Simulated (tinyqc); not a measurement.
Worked calculation: tight binding, kagome lattice. Computed by tinyqc, a small Python program that keeps every step. Settings: t1 = 1.76, t2 = 1.76, delta = 0.23, bands filled = 2. Command: `OMP_NUM_THREADS=1 python tinyqc.py 31444 31445 out.jsonl` (the two numbers bound the seeds that draw the settings). One thread of a shared host (Intel(R) Xeon(R) Processor @ 2.60GHz), about 0.01 s of CPU time with the checks.

## Bloch Hamiltonian at k

Parameters chosen for this model:
```
parameter     value                unit
t1         1.760000    eV, up triangles
t2         1.760000  eV, down triangles
delta      0.230000        eV on site C
```

k point k (fractions of the reciprocal vectors): -0.0100  0.0100

H_AB = -t1 - t2 exp(-i k.a1), H_AC = -t1 - t2 exp(-i k.a2), H_BC = -t1 - t2 exp(i k.(a1 - a2)), H_CC = delta.

H(k) at k (eV), lower triangle (Hermitian):
```
                 A                B       C
A           0.0000
B  -3.5165+0.1105i           0.0000
C  -3.5165-0.1105i  -3.5061-0.2206i  0.2300
```

## Levels at k

Diagonalise the Hermitian matrix.

eigenvalues (eV): -6.9575  3.5182  3.6693

weights |c|^2 of the basis functions:
```
   band 1  band 2  band 3
A  0.3383  0.4883  0.1734
B  0.3380  0.5114  0.1506
C  0.3236  0.0003  0.6761
```

## Bloch Hamiltonian at K

k point K (fractions of the reciprocal vectors): 0.3333  0.6667

As before.

H(k) at K (eV), lower triangle (Hermitian):
```
                 A                B       C
A           0.0000
B  -0.8800-1.5242i           0.0000
C  -0.8800+1.5242i  -0.8800-1.5242i  0.2300
```

## Levels at K

As before.

eigenvalues (eV): -1.7600  -1.6089  3.5989

weights |c|^2 of the basis functions:
```
   band 1  band 2  band 3
A  0.5000  0.1766  0.3234
B  0.5000  0.1766  0.3234
C  0.0000  0.6469  0.3531
```

## Bands along a path

The same steps at evenly spaced points between the labelled ones.

Bands along the path (eV):
```
k           band 1   band 2  band 3
G          -6.9644   3.5200  3.6744
G-K 0.25   -6.4947   3.1528  3.5719
G-K 0.50   -5.2125   1.8729  3.5695
G-K 0.75   -3.4648   0.1149  3.5799
K          -1.7600  -1.6089  3.5989
K-M 0.25   -2.3778  -1.0033  3.6112
K-M 0.50   -2.9358  -0.4577  3.6235
K-M 0.75   -3.2870  -0.1161  3.6332
M          -3.4069        0  3.6369
M-K' 0.25  -3.2870  -0.1161  3.6332
M-K' 0.50  -2.9358  -0.4577  3.6235
M-K' 0.75  -2.3778  -1.0033  3.6112
K'         -1.7600  -1.6089  3.5989
```

With 2 band(s) filled, the highest filled level on these points lies at G and the lowest empty one at G-K 0.50: a gap of 0.0495 eV, indirect.
